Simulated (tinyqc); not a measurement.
Inputs raised by 5 %, one at a time: longitudinal sound in a periodic multilayer: transfer matrices, stop bands and folded phonons. Computed by tinyqc, a small Python program. Command: `OMP_NUM_THREADS=1 python tinyqc.py 3000683 3000684 out.jsonl multilayer sens`. One thread of a shared host (Intel(R) Xeon(R) Processor @ 2.30GHz), about 0.02 s of CPU time with the checks.

Layers 1 and 2 repeat with period d = d_1 + d_2; waves travel normal to the layers, without loss. State vector (u, s): displacement u and stress divided by omega. Impedances Z = rho v are in 1e6 kg/(m^2 s).

Inputs (values chosen for the exercise, modelled on aluminium (layer 1), tungsten (layer 2) and gallium arsenide (substrate)): density rho_1 = 2.68 g/cm^3; velocity v_1 = 6520 m/s; thickness d_1 = 3.81 nm; density rho_2 = 19.1 g/cm^3; velocity v_2 = 5260 m/s; thickness d_2 = 3.1 nm; substrate density = 5.32 g/cm^3; substrate velocity = 4800 m/s; periods N = 3; optical wave vector q d/pi = 0.14.

Method:
- Z = rho v; interface reflection r = (Z_2 - Z_1)/(Z_2 + Z_1) (stress amplitude, from 1 into 2); Bragg frequency f_B = 1/[2 (d_1/v_1 + d_2/v_2)]; long-wave velocity v_eff = d/sqrt[(d_1/v_1)^2 + (d_2/v_2)^2 + (Z_1/Z_2 + Z_2/Z_1)(d_1/v_1)(d_2/v_2)].
- A layer maps (u, s) by [[cos p, sin p/Z], [-Z sin p, cos p]], p = 2 pi f d_i/v_i; one period is M = M_2 M_1, and cos(q d) = trace(M)/2.
- For N periods A = M^N. A wave comes from a thick layer of material 1 and leaves into the substrate (Z_s): transmitted power T = 4 Z_1 Z_s/|Z_1 A_22 + Z_s A_11 - i (Z_1 Z_s A_12 - A_21)|^2, reflected power R = 1 - T.
- Gap m contains m f_B; its edges, where trace(M)/2 = (-1)^m, are found by root search. Weak-contrast estimate of the width: (4 f_B/pi) |r sin(m pi a)|, a = (d_1/v_1)/(d_1/v_1 + d_2/v_2).
- Light transfers the wave vector q. Solve trace(M)/2 = cos(q d) on the first branch (Brillouin line) and on the two branches around 2 f_B (first folded doublet); 1/cm = 29.9792458 GHz.

Runs:
```
input moved                 from      to  width/f_B (%)  long-wave velocity v_eff (m/s)  centre of the doublet (1/cm)  lower edge (GHz)
base run                       -       -          99.38                          4183.0                        28.420            214.31
density rho_1 (g/cm^3)      2.68   2.814          97.16                          4254.8                        28.420            219.05
velocity v_1 (m/s)          6520    6846          97.01                          4359.0                        29.121            224.44
thickness d_1 (nm)          3.81  4.0005          99.31                          4194.3                        27.735            209.14
density rho_2 (g/cm^3)      19.1  20.055         101.57                          4111.2                        28.420            209.65
velocity v_2 (m/s)          5260    5523         101.49                          4212.3                        29.122            214.82
thickness d_2 (nm)           3.1   3.255          99.23                          4172.9                        27.735            209.13
substrate density (g/cm^3)  5.32   5.586          99.38                          4183.0                        28.420            214.31
```

Exponents ln(y'/y) / ln(x'/x):
```
input              width/f_B  long-wave velocity v_eff  centre of the doublet  lower edge
density rho_1         -0.464                     0.349                    0.0       0.448
velocity v_1          -0.496                     0.844                    0.5       0.947
thickness d_1         -0.015                     0.055                   -0.5      -0.501
density rho_2          0.446                    -0.355                    0.0      -0.451
velocity v_2           0.430                     0.143                    0.5       0.049
thickness d_2         -0.032                    -0.049                   -0.5      -0.502
substrate density      0.000                     0.000                    0.0       0.000
```

Which inputs matter most for each result?

Among the inputs moved here: width/f_B answers most in size to velocity v_1 (exponent -0.496), next to density rho_1 (-0.464); its exponent is below 0.0005 for substrate density. Its exponent 0.000 in substrate density: the bands belong to the infinite stack. Long-wave velocity v_eff answers most in size to velocity v_1 (exponent +0.844), next to density rho_2 (-0.355); its exponent is below 0.0005 for substrate density. Centre of the doublet answers most in size to velocity v_1 (exponent +0.500), and about equally to thickness d_1 (-0.500), thickness d_2 (-0.500), velocity v_2 (+0.500); its exponent is below 0.0005 for density rho_1, density rho_2, substrate density. Lower edge answers most in size to velocity v_1 (exponent +0.947), next to thickness d_2 (-0.502); its exponent is below 0.0005 for substrate density.

Caution (all rows): at these frequencies damping, strong in glasses, and rough interfaces, both left out here, can weaken the stop bands; layers only a few atoms thick are also beyond continuum acoustics.
